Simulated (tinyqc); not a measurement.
# CMOS inverter, nodal equation and switching: effect of the temperature

An n-channel pull-down (bn, VTn) and a p-channel pull-up (bp, VTp) share the input Vin and the output node Vout, which carries the load C. Transistor (EKV form, voltages against the body): I = 2 n b Vt^2 [F(vp - Vs) - F(vp - Vd)] from drain to source, F(v) = ln^2(1 + exp(v/(2 Vt))), vp = (Vg - VT + sg |Vd - Vs|)/n. n-channel bodies are at 0; for the p-channel device all voltages are counted down from Vdd. b in uA/V^2 gives I in uA. Static: In = Ip. Transient: C dVout/dt = Ip - In. No velocity saturation, no gate capacitance beyond C.

VM solves In = Ip with Vin = Vout; VIL and VIH are the inputs of gain -1, NML = VIL - Vout(VIH), NMH = Vout(VIL) - VIH. For a step input the delay to Vdd/2 is tHL = C times the integral of dV/(In - Ip) from Vdd/2 to Vdd at Vin = Vdd, and tLH likewise with Ip - In from 0 to Vdd/2 at Vin = 0. Thresholds, gain factors and n are held fixed.

Inputs (values chosen for the exercise):
```
symbol,value,unit,meaning
Vdd,0.9,V,supply voltage
n,1.19,,slope factor
sg,0.067,,drain-induced barrier lowering
VTn,0.26,V,n-channel threshold
VTp,0.39,V,p-channel threshold (magnitude)
bn,570,uA/V^2,gain factor of the pull-down transistor
bp,570,uA/V^2,gain factor of the pull-up transistor
C,0.92,fF,load capacitance
```

Constants: q = 1.602176634e-19 C, kB = 1.380649e-23 J/K, Vt = kB T/q. Results are converted to the units shown.

Result of one run:

| T (K) | VM (V) | gain at VM | NML (V) | NMH (V) | tHL (ps) | tLH (ps) |
|---|---|---|---|---|---|---|
| 400 | 0.3891 | -14.88 | 0.2705 | 0.4005 | 3.710 | 5.617 |

What becomes of these results when the temperature T is changed from 400 to 340 K, all else the same?

Result of the changed run:

| T (K) | VM (V) | gain at VM | NML (V) | NMH (V) | tHL (ps) | tLH (ps) |
|---|---|---|---|---|---|---|
| 340 | 0.3891 | -14.92 | 0.2757 | 0.4057 | 3.706 | 5.616 |

The whole series:

| T (K) | VM (V) | gain at VM | NML (V) | NMH (V) | tHL (ps) | tLH (ps) |
|---|---|---|---|---|---|---|
| 220 | 0.3891 | -14.93 | 0.2837 | 0.4137 | 3.700 | 5.613 |
| 250 | 0.3891 | -14.93 | 0.2821 | 0.4121 | 3.702 | 5.613 |
| 280 | 0.3891 | -14.92 | 0.2802 | 0.4102 | 3.703 | 5.614 |
| 310 | 0.3891 | -14.92 | 0.2781 | 0.4081 | 3.705 | 5.615 |
| 340 | 0.3891 | -14.92 | 0.2757 | 0.4057 | 3.706 | 5.616 |
| 370 | 0.3891 | -14.90 | 0.2732 | 0.4032 | 3.708 | 5.616 |
| 400 | 0.3891 | -14.88 | 0.2705 | 0.4005 | 3.710 | 5.617 |
| 430 | 0.3891 | -14.85 | 0.2676 | 0.3976 | 3.712 | 5.618 |

As T goes from 220 to 430 K, VM stays near 0.389 V, the size of the gain falls from 14.93 to 14.85, tHL stays near 3.71 ps and tLH stays near 5.62 ps. The smaller margin is largest, 0.284 V, at T = 220 K among the rows. In every row the overdrive passes 0.5 V, where velocity saturation, left out here, would lengthen the delays of short devices.

Numbers from tinyqc (`OMP_NUM_THREADS=1 python tinyqc.py 2340164 2340165 out.jsonl`; about 0.04 s on one thread of a shared Intel Xeon 2.30GHz).
